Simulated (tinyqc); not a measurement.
Inside a calculation. Model: Froehlich polaron in a polar crystal. Computed by tinyqc, a small Python program that keeps every step. Command: `OMP_NUM_THREADS=1 python tinyqc.py 3022833 3022834 out.jsonl frohlich walk`. One thread of a shared host (Intel(R) Xeon(R) Processor @ 2.30GHz), about 0.07 s of CPU time with the checks. Intermediate numbers are printed to about 5 digits and carried at full precision; extremes and crossings named in words are read from the listed rows.

One electron in a parabolic band of mass m*, coupled to dispersionless LO phonons in the continuum model. Energies are in units of hbar omega unless marked, wave numbers in k_0 = sqrt(2 m* omega/hbar).

Inputs (values chosen for the exercise, modelled on sodium chloride):
```
quantity                          value  unit
band mass m*                      0.519   m_0
LO phonon energy hbar omega        32.6   meV
eps_inf                            2.37     -
static dielectric constant eps_s   5.74     -
temperature T                       400     K
electron wave number k/k_0         0.47     -
trial v                             3.9     -
trial w                             2.1     -
```

Constants: hbar^2/(2 m_0) = 3.80998212 eV angstrom^2; e^2/(4 pi eps_0) = 14.39964548 eV angstrom; k_B = 8.617333262e-05 eV/K; hbar = 6.582119569e-16 eV s; e = 1.602176634e-19 C; m_0 = 9.1093837015e-31 kg.

## Coupling constant and length scale

1/eps* = 1/eps_inf - 1/eps_s; k_0 = sqrt(2 m* omega/hbar) = sqrt(m* hbar omega / (hbar^2/(2 m_0))) with m* in m_0; alpha = (e^2/(4 pi eps_0)) k_0/(2 eps* hbar omega); polaron length 1/k_0.

eps* = 4.0367

k_0 = 0.066639 1/angstrom

coupling constant alpha = 3.6459

polaron length 1/k_0 = 15.006 angstrom

Intermediate coupling.

## Second-order perturbation theory

At T = 0 and k < k_0: E(k) = (k/k_0)^2 - alpha arcsin(k/k_0)/(k/k_0); so E(0) = -alpha, 1/m_p = (1 - alpha/6)/m*, and the mean number of phonons in the cloud at k = 0 is alpha/2. The Lee-Low-Pines variational state gives the same E(0) and m_p = m* (1 + alpha/6).

energy shift at k = 0 = -118.86 meV

E(k) = -3.5746 hbar omega

m*/m_p, second order = 0.39235

m_p/m*, Lee-Low-Pines = 1.6077

phonons in the cloud = 1.8230

Caution: second-order results are out of their range at this coupling; the perturbative mass diverges at alpha = 6.

## Strong-coupling trial states

Landau-Pekar: the lattice follows the mean electron density. A Gaussian state exp(-b^2 r^2/2) gives E(b) = (3/2) b^2 - alpha b sqrt(2/pi) (b in k_0), minimised at b = alpha sqrt(2/pi)/3 to E = -alpha^2/(3 pi); a state exp(-b r) gives E(b) = b^2 - (5/8) alpha b, minimised at b = 5 alpha/16 to E = -25 alpha^2/256.

best b, Gaussian = 0.96967 k_0

E, Gaussian = -1.4104 hbar omega

best b, exponential = 1.1393 k_0

E, exponential = -1.2981 hbar omega

The Gaussian bound lies below -alpha only for alpha > 3 pi = 9.42; here it lies above, so the self-trapped state is the poorer bound.

## Feynman's energy at a trial point

Feynman's bound: E(v, w) = 3 (v - w)^2/(4 v) - (alpha v/sqrt(pi)) int_0^infinity e^-u D(u)^(-1/2) du, D = w^2 u + ((v^2 - w^2)/v)(1 - e^(-v u)); integrals by 80 Gauss-Legendre points in s from 0 to 1 with u = 40 s^2.

first term = 0.62308 hbar omega

E(v, w) = -3.7977 hbar omega

## Feynman's variational polaron

Minimise over v > w > 0 (simplex search); mass m_p/m* = 1 + (alpha v^3/(3 sqrt(pi))) int u^2 e^-u D^(-3/2) du.

best v = 3.57

best w = 2.44

E, Feynman = -3.8528 hbar omega

polaron energy, Feynman = -125.60 meV

m_p/m*, Feynman = 2.289

The bound lies 5.7 % below -alpha, and the mass is 1.42 times the Lee-Low-Pines value.

## Mobility at low temperature

Scattering by absorption of an LO phonon: 1/tau = 2 alpha omega n, n = 1/(exp(hbar omega/(k_B T)) - 1); mu = e tau/m*, the weak-coupling result for k_B T well below hbar omega.

phonon occupation n = 0.63501

lifetime tau = 4.3605 fs

mobility = 14.777 cm^2/(V s)

Caution: this mobility formula holds for weak coupling and k_B T well below hbar omega, and it leaves out all other scattering.

## All approximations against the coupling

Other columns: second order -alpha; Landau-Pekar Gaussian -alpha^2/(3 pi); Lee-Low-Pines mass 1 + alpha/6. The polaron energy in meV uses the given hbar omega.

Energies (hbar omega) and masses (m*):
```
alpha  second order   Gaussian   Feynman  Feynman (meV)  mass, LLP  mass, Feynman     v     w
0.91          -0.91  -0.087864  -0.92074        -30.016     1.1517          1.175   3.1  2.88
1.8            -1.8   -0.34377   -1.8443        -60.123        1.3          1.408  3.22  2.76
3.5            -3.5    -1.2998   -3.6885        -120.24     1.5833          2.186  3.53  2.47
3.6            -3.6    -1.3751   -3.8010        -123.91        1.6          2.256  3.56  2.45
5.8            -5.8    -3.5693   -6.4479        -210.20     1.9667          6.015  4.51  1.93
6.5            -6.5    -4.4829   -7.3920        -240.98     2.0833          9.746  5.16  1.73
9.5            -9.5    -9.5758   -12.461        -406.24     2.5833          84.79  11.1  1.24
12              -12    -15.279   -18.143        -591.47          3          281.6  18.6  1.13
```

All three energies are upper bounds (-alpha through the Lee-Low-Pines state), and the Feynman value is the lowest in every row. It lies within 5 % of -alpha up to alpha = 1.8; at alpha = 12 it is 1.19 times the Gaussian value, whose alpha^2 law it approaches with a constant shift of about -3 ln 2 - 3/4 = -2.83 (here -2.86). The mass stays within 10 % of 1 + alpha/6 up to alpha = 1.8 and reaches 282 m* in the last row; w falls from 2.88 towards 1 while v grows to 18.6.

Checks made by the program: second-order shift against the integral -(2 alpha/pi) int dq/(1 + q^2) (relative difference below 1e-10); v = w reduces the bound to -alpha (relative difference 1e-10).
